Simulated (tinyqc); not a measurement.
# From current I/W back to channel length L

Model: inversion-layer mobility, back-scattering and ballistic limit of a field-effect transistor. Computed by tinyqc, a small Python program. Command: `OMP_NUM_THREADS=1 python tinyqc.py 3025499 3025500 out.jsonl mos inv`. One thread of a shared host (Intel(R) Xeon(R) Processor @ 2.30GHz), about 0.01 s of CPU time with the checks.

The charge at the top of the source barrier is fixed by the gate; series resistance and short-channel effects are left out. F_j are Fermi integrals normalised to exp(eta) in the classical limit.

Inputs (values chosen for the exercise, modelled on a 4H-SiC n-channel):
```
quantity                                       value        unit
transport mass m                                0.29         m_0
valley degeneracy g_v                              3           -
weight w of the inversion charge                 0.5           -
permittivity eps                                 9.7           -
phonon mobility at 1 MV/cm and 300 K, mu_ph       97  cm^2/(V s)
roughness mobility at 1 MV/cm, mu_sr              51  cm^2/(V s)
Coulomb mobility at N_inv = 1e12/cm^2, mu_C       37  cm^2/(V s)
electrical oxide thickness t_inv                 1.5          nm
depletion charge N_dep                       1.6e+11      1/cm^2
gate overdrive V_G - V_T                         0.1           V
drain voltage V_D                               0.81           V
exponent a of the critical length               0.79           -
temperature T                                    400           K
```

Statistics at the top of the barrier: non-degenerate.

Constants: eps_0 = 8.8541878128e-12 F/m; e = 1.602176634e-19 C; m_0 = 9.1093837015e-31 kg; k_B = 1.380649e-23 J/K; hbar = 1.054571817e-34 J s; k_B = 8.617333262e-05 eV/K.

Method:
- N_inv = 3.9 eps_0 (V_G - V_T)/(e t_inv); effective field E_eff = e (N_dep + w N_inv)/(eps eps_0).
- mu_phonon = mu_ph (E_eff/1 MV/cm)^(-0.3) (T/300 K)^(-1.75); mu_rough = mu_sr (E_eff/1 MV/cm)^(-2); mu_Coulomb = mu_C (N_inv/1e12 cm^-2) (T/300 K); Matthiessen's rule adds 1/mu.
- Non-degenerate: every F_j(eta) is replaced by exp(eta).
- Ballistic channel: N_2D = g_v m k_B T/(pi hbar^2), U = e V_D/(k_B T); eta_F solves N_inv = (N_2D/2)[F_0(eta_F) + F_0(eta_F - U)]; v_T = sqrt(2 k_B T/(pi m)); I/W = e (N_2D/2) v_T [F_1/2(eta_F) - F_1/2(eta_F - U)]; injection velocity v_T F_1/2(eta_F)/F_0(eta_F).
- Mean free path lambda = (2 k_B T/e)(mu/v_T) F_0(eta_0)/F_-1/2(eta_0), with eta_0 from N_inv = N_2D F_0(eta_0); critical length l = L (1 + U)^(-a), an empirical rule; back-scattering r = l/(l + lambda). Then eta solves N_inv = (N_2D/2)[(1 + r) F_0(eta) + (1 - r) F_0(eta - U)] and I/W = e (N_2D/2) v_T (1 - r)[F_1/2(eta) - F_1/2(eta - U)].
- Ballistic ratio: I over the ballistic current. Apparent mobility 1/(1/mu + 1/mu_B), mu_B = mu L/lambda.

Problem. A run gave the result below. Find the channel length L, known to lie between 8.3 and 16 nm.

current I/W = 162.9431 microampere/micrometre

Solution.

Each step takes the trial c = (a f_b - b f_a)/(f_b - f_a), f being the result less the target and a, b, c the logarithms of the listed values; c replaces end b, the old b replaces a if the sign of f changed, and otherwise f_a is halved.

Scan of the range:
```
channel length L (nm)  current I/W (microampere/micrometre)
8.30                                                171.910
9.26                                                165.172
10.30                                               158.444
11.50                                               151.332
12.90                                               143.801
14.30                                               136.984
16.00                                               129.528
```

False position (Illinois rule, in the logarithm of the input) inside the bracket:
```
step    end a    end b    trial  current I/W (microampere/micrometre)
1      9.2600  10.3000  9.59233                               162.961
2     10.3000   9.5923  9.59498                               162.943
3     10.3000   9.5950  9.59502                               162.943
4      9.5950   9.5950  9.59500                               162.943
```

Current I/W falls at every point of a 13-point scan of the range (every second point is shown), so one value fits; it is bracketed by 9.26 and 10.3. Answer: channel length L = 9.595 nm.

Caution: the current exceeds the long-channel drift law, so the empirical rule for l, meant for short channels, is too generous here.
